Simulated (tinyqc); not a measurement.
Coverage against grain size: equilibrium and kinetic segregation of a solute to boundaries and growing surfaces. Computed by tinyqc, a small Python program. Command: `OMP_NUM_THREADS=1 python tinyqc.py 3028980 3028981 out.jsonl segreg walk`. One thread of a shared host (Intel(R) Xeon(R) Processor @ 2.30GHz), about 0.01 s of CPU time with the checks.

Inputs (values chosen for the exercise, modelled on a solute in a copper line):

| quantity | value | unit |
|---|---|---|
| segregation energy Q | 0.492 | eV |
| interaction z w (positive attracts) | -0.4 | eV |
| total solute fraction x0 | 0.0011 | - |
| temperature T | 900 | K |
| boundary thickness delta | 0.79 | nm |

Isotherm: Fowler-Guggenheim.

Constants: k_B = 8.617333262e-05 eV/K.

Method. With theta the solute fraction on boundary sites and x that in the grains, theta/(1 - theta) = [x/(1 - x)] exp[(Q + z w theta)/(k_B T)]. Finite grains: boundary sites are the fraction f = 3 delta/d, and x0 = (1 - f) x + f theta; solve both equations for theta; share at boundaries = f theta/x0.

At T:

| d (nm) | theta | x in the grains | share at boundaries (%) |
|---|---|---|---|
| 15 | 0.00689 | 0.0000126 | 99.032 |
| 30 | 0.01362 | 0.0000260 | 97.820 |
| 60 | 0.02651 | 0.0000549 | 95.208 |
| 120 | 0.04979 | 0.0001190 | 89.392 |
| 250 | 0.08810 | 0.0002674 | 75.923 |
| 500 | 0.12771 | 0.0004970 | 55.033 |
| 1000 | 0.15653 | 0.0007307 | 33.726 |
| 5000 | 0.18325 | 0.0010136 | 7.896 |

From the largest grains to the smallest the share at boundaries rises from 7.9 to 99 %, and x/x0 falls to 0.011. In the dilute limit x/x0 = 1/(1 - f + f exp(Q/(k_B T))), which gives 0.011 at 15 nm.

Extremes, crossings and ranges named in words are read from the listed rows.
